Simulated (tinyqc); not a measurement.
# Hole mobility in a silicon inversion layer, empirical terms and Matthiessen rule: what changes with what

Inversion layer of sheet density Ns on a uniformly doped body. The mobility terms are empirical power laws with prefactors chosen for the exercise; adding their inverses (Matthiessen) is itself an approximation.

Inputs (values chosen for the exercise); material values close to those of silicon: temperature T = 350 K; band gap Eg = 1.14 eV; relative permittivity of the semiconductor eps_r = 11.7; conduction-band density of states at T Nc = 3.47e19 cm^-3; valence-band density of states at T Nv = 3.31e19 cm^-3; body doping Nb = 1.3e17 cm^-3; reverse body bias Vsb = 1 V; weight of the inversion charge in the effective field eta = 0.3333; phonon-limited mobility at 1 MV/cm and 300 K Ap = 115 cm^2/(V s); roughness-limited mobility at 1 MV/cm As = 496 cm^2/(V s); exponent of the roughness term gs = 1; Coulomb prefactor Ac = 2000 cm^2/(V s); charge at the interface Nit = 2.9e11 cm^-2; inversion density Ns = 7.3e12 cm^-2.

Constants: q = 1.602176634e-19 C, kB = 1.380649e-23 J/K, Vt = kB T/q, eps0 = 8.8541878128e-14 F/cm where lengths are in cm. Results are converted to the units shown.

Each table varies one quantity; the others keep the values above.

## Effect of the body doping

ni = sqrt(Nc Nv) exp(-Eg/(2 Vt)), Eg in volts; Ndep = sqrt(2 eps0 eps_r Nb (2 Vt ln(Nb/ni) + Vsb)/q); E = q (Ndep + eta Ns)/(eps0 eps_r), in MV/cm. With t = T/(300 K): muC = Ac (Ns/1e12 cm^-2) t/(Nb/1e17 cm^-3 + Nit/1e11 cm^-2), muP = Ap E^(-1/3) t^(-1.75), muS = As E^(-gs); 1/mu is the sum of the inverses.

Effect of the body doping:
```
Nb (cm^-3)  E (MV/cm)  muC (cm^2/(V s))  muP (cm^2/(V s))  muS (cm^2/(V s))  mu (cm^2/(V s))
2e16           0.4786              5495             112.3              1036            99.45
4.4e16         0.5301              5100             108.5             935.6            95.40
9.7e16         0.6078              4401             103.7             816.0            90.09
2.1e17         0.7214              3407             97.91             687.6            83.60
4.7e17         0.8994              2241             90.97             551.5            75.46
1e18            1.148              1320             83.85             431.9            66.67
2.3e18          1.562             657.7             75.67             317.4            55.91
5e18            2.146             322.0             68.08             231.1            45.21
```

As Nb goes from 2e16 to 5e18 cm^-3, E rises from 0.479 to 2.15 MV/cm and mu falls from 99.5 to 45.2 cm^2/(V s). The phonon term is the smallest in the first and the last row. For Nb = 2.3e18 to 5e18 cm^-3 E passes 1.5 MV/cm, beyond the usual range of such laws.

## Effect of the inversion density

Same model as above.

Result of one run:
```
Ns (cm^-2)  E (MV/cm)  muC (cm^2/(V s))  muP (cm^2/(V s))  muS (cm^2/(V s))  mu (cm^2/(V s))
3.6e11         0.2879             200.0             133.0              1723            76.33
```

What becomes of these results when the inversion density Ns is changed from 3.6e11 to 6.3e11 cm^-2, all else the same?

Result of the changed run:
```
Ns (cm^-2)  E (MV/cm)  muC (cm^2/(V s))  muP (cm^2/(V s))  muS (cm^2/(V s))  mu (cm^2/(V s))
6.3e11         0.3018             350.0             130.9              1643            90.05
```

The whole series:
```
Ns (cm^-2)  E (MV/cm)  muC (cm^2/(V s))  muP (cm^2/(V s))  muS (cm^2/(V s))  mu (cm^2/(V s))
2e11           0.2797             111.1             134.3              1773            58.78
3.6e11         0.2879             200.0             133.0              1723            76.33
6.3e11         0.3018             350.0             130.9              1643            90.05
1.1e12         0.3261             611.1             127.6              1521            98.70
2e12           0.3725              1111             122.0              1332            101.6
3.6e12         0.4549              2000             114.2              1090            98.27
6.3e12         0.5941              3500             104.5             834.9            90.44
1.1e13         0.8364              6111             93.20             593.0            79.49
2e13            1.300           1.111e4             80.45             381.4            66.04
```

As Ns goes from 2e11 to 2e13 cm^-2, E rises from 0.280 to 1.30 MV/cm and mu goes from 58.8 through a maximum of 102 (at Ns = 2e12 cm^-2 among the rows listed) to 66.0 cm^2/(V s). The smallest term is the Coulomb one in the first row and the phonon one in the last. Screening lifts the Coulomb term as Ns grows while the field presses the carriers to the interface, hence the maximum.

## Effect of the reverse body bias

Same model as above.

The same in every row: muC (cm^2/(V s)) = 4056.

Results:
```
Vsb (V)  E (MV/cm)  muP (cm^2/(V s))  muS (cm^2/(V s))  mu (cm^2/(V s))
0           0.5562             106.8             891.8            93.17
0.8         0.6303             102.4             786.9            88.64
1.2         0.6602             100.8             751.3            87.00
1.6         0.6872             99.50             721.7            85.60
2           0.7121             98.33             696.5            84.37
2.4         0.7353             97.29             674.6            83.28
```

Estimate the missing row, Vsb = 0.4 V.

Computed row:
```
Vsb (V)  E (MV/cm)  muP (cm^2/(V s))  muS (cm^2/(V s))  mu (cm^2/(V s))
0.4         0.5964             104.3             831.7            90.62
```

With this row back in the table: As Vsb goes from 0 to 2.4 V, E rises from 0.556 to 0.735 MV/cm and mu falls from 93.2 to 83.3 cm^2/(V s). The phonon term is the smallest in the first and the last row.

tinyqc, about 0.01 s, one thread, Intel Xeon 2.30GHz (shared host): `OMP_NUM_THREADS=1 python tinyqc.py 2510075 2510076 out.jsonl`
